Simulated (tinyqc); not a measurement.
Worked calculation: Hueckel theory of the pi electrons, for the molecule Oc1cnc2nc[nH]c2n1 (SMILES; centres numbered as the heavy atoms are written). One step of it, computed by the program tinyqc.

Problem. Energy, charges, bond orders. E = sum n x; q_r = z_r - P_rr; bond order p = P_rs; free valence = sqrt(3) - sum of p over the bonds of the atom.

x values: 2.653177  2.357889  1.797552  1.474396  1.041874  0.676416  -0.609774  -1.045123  -1.334383  -2.012026

occupations: 2.000000  2.000000  2.000000  2.000000  2.000000  2.000000  0.000000  0.000000  0.000000  0.000000

charge and bond-order matrix P:
```
            1O         2C         3C         4N         5C         6N         7C         8N
1O    1.932977   0.268989  -0.127092  -0.034183   0.092255  -0.009020  -0.063736   0.028051
2C    0.268989   0.898584   0.611237   0.020548  -0.275872   0.052562   0.176115  -0.074251
3C   -0.127092   0.611237   0.970586   0.689169  -0.117187  -0.079937   0.120915   0.073351
4N   -0.034183   0.020548   0.689169   1.177435   0.582163  -0.088802  -0.197372   0.038657
5C    0.092255  -0.275872  -0.117187   0.582163   0.983678   0.464728  -0.080106  -0.137440
6N   -0.009020   0.052562  -0.079937  -0.088802   0.464728   1.314798   0.778647  -0.230698
7C   -0.063736   0.176115   0.120915  -0.197372  -0.080106   0.778647   0.821022   0.457612
8N    0.028051  -0.074251   0.073351   0.038657  -0.137440  -0.230698   0.457612   1.740917
9C    0.007017  -0.077225  -0.302941   0.068939   0.565377  -0.090060  -0.226500   0.374097
10N  -0.162443   0.649589   0.050220  -0.316182   0.039267   0.013677  -0.076766  -0.128056

            9C        10N
1O    0.007017  -0.162443
2C   -0.077225   0.649589
3C   -0.302941   0.050220
4N    0.068939  -0.316182
5C    0.565377   0.039267
6N   -0.090060   0.013677
7C   -0.226500  -0.076766
8N    0.374097  -0.128056
9C    0.934114   0.611644
10N   0.611644   1.225888
```

Centres:
```
centre  z_r, pi electrons of the neutral centre         h
1O                                            2  2.000000
2C                                            1  0.000000
3C                                            1  0.000000
4N                                            1  0.500000
5C                                            1  0.000000
6N                                            1  0.500000
7C                                            1  0.000000
8N                                            2  1.500000
9C                                            1  0.000000
10N                                           1  0.500000
```

Bonds:
```
i    j         k
1    2  0.800000
2    3         1
3    4         1
4    5  1.000000
5    6         1
6    7  1.000000
7    8  0.800000
8    9  0.800000
9   10         1
10   2  1.000000
9    5         1
```

Give: pi energy = 12 alpha + this times beta; pi charges; Bond orders and lengths from R = 1.517 - 0.180 p; free valence of the carbons; gap between the highest filled and the next level.

Solution.

pi energy = 12 alpha + this times beta = 20.003

pi charges: 1O 0.067, 2C 0.101, 3C 0.029, 4N -0.177, 5C 0.016, 6N -0.315, 7C 0.179, 8N 0.259, 9C 0.066, 10N -0.226

Bond orders and lengths from R = 1.517 - 0.180 p (angstrom, C-C alone):
```
bond      p      R
1-2   0.269      -
2-3   0.611  1.407
3-4   0.689      -
4-5   0.582      -
5-6   0.465      -
6-7   0.779      -
7-8   0.458      -
8-9   0.374      -
9-10  0.612      -
10-2  0.650      -
9-5   0.565  1.415
```

free valence of the carbons: 2C 0.202, 3C 0.432, 5C 0.120, 7C 0.496, 9C 0.181

gap between the highest filled and the next level = 1.286 |beta|
